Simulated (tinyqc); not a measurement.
# Changing the anneal time t

Model: kinetics of strain relaxation and threading dislocations in mismatched semiconductor layers. Computed by tinyqc, a small Python program. Command: `OMP_NUM_THREADS=1 python tinyqc.py 3007040 3007041 out.jsonl threading sweep`. One thread of a shared host (Intel(R) Xeon(R) Processor @ 2.30GHz), about 0.01 s of CPU time with the checks.

60-degree dislocations on {111} planes of a (001) layer, isotropic elasticity. The Schmid factor is 1/sqrt(6), and a misfit segment relieves strain with b/2.

Inputs (values chosen for the exercise, modelled on Ge on Si):

| quantity | value | unit |
|---|---|---|
| misfit f | 0.0441 | - |
| shear modulus G | 54.4 | GPa |
| Poisson ratio nu | 0.26 | - |
| Burgers vector b | 4 | angstrom |
| glide activation energy Q | 1.65 | eV |
| velocity prefactor v0 | 35000 | m/s per MPa |
| layer thickness h | 15 | nm |
| anneal temperature T | 557 | K |
| initial thread density rho_0 | 65000 | 1/cm^2 |
| multiplication constant delta | 81000 | 1/m |

Sources: multiplication.

Constants: k_B = 8.617333262e-05 eV/K.

Method:
- Excess resolved stress tau = (1/sqrt 6) [2 G (1 + nu)/(1 - nu)] (e - e_eq), e_eq = b (1 - nu/4) [ln(h/b) + 1]/(4 pi (1 + nu) h), the Matthews-Blakeslee strain of an uncapped layer; glide velocity v = v0 tau exp(-Q/(k_B T)), tau in MPa.
- Threads run in two directions, so de/dt = -(b/4) rho v, and they multiply as d rho/dt = delta rho v. With x = e - e_eq, x0 = f - e_eq (fully strained at t = 0) and v = m S x (m the mobility, S x = tau): rho = rho_0 + (4 delta/b)(x0 - x), so dx/dt = -k x (a - x), k = delta m S, a = x0 + b rho_0/(4 delta): a logistic law, x = a/[1 + (a/x0 - 1) exp(k a t)].
- The half time is that at which x = x0/2.

One run for each value:

| anneal time t (s) | share of the excess strain relieved (%) | strain left e | thread density (1/cm^2) |
|---|---|---|---|
| 58 | 1.5560e-03 | 0.044099 | 1.1140e+05 |
| 100 | 3.3385e-03 | 0.044099 | 1.6456e+05 |
| 180 | 9.4219e-03 | 0.044097 | 3.4598e+05 |
| 310 | 3.6623e-02 | 0.044087 | 1.1572e+06 |
| 550 | 3.5733e-01 | 0.043968 | 1.0721e+07 |
| 970 | 1.5146e+01 | 0.038523 | 4.5176e+08 |
| 1700 | 9.9368e+01 | 0.007515 | 2.9635e+09 |
| 3000 | 1.0000e+02 | 0.007282 | 2.9823e+09 |
| 5300 | 1.0000e+02 | 0.007282 | 2.9823e+09 |
| 9200 | 1.0000e+02 | 0.007282 | 2.9823e+09 |

Describe and explain the trends.

Over the rows, share of the excess strain relieved (%) rises from 0.00156 to 100, flat over part of the range; strain left e falls from 0.0441 to 0.00728, flat over part of the range; thread density (1/cm^2) rises from 111000 to 2.98e9, flat over part of the range. The curve is S-shaped: slow while threads breed, fast when both stress and density are high, slow again as the stress runs out.

Caution (all rows): at stresses above about 1 GPa the linear velocity law understates glide, as stress lowers the kink barrier. Caution (all rows): at such misfit the layer islands and relaxes during the first nanometres, so a uniform strained start is an idealisation. Caution (rows 970, 1700, 3000, 5300, 9200): blocking of threads by crossing misfit lines, left out here, leaves real layers with more strain.

Extremes, crossings and ranges named in words are read from the listed rows.
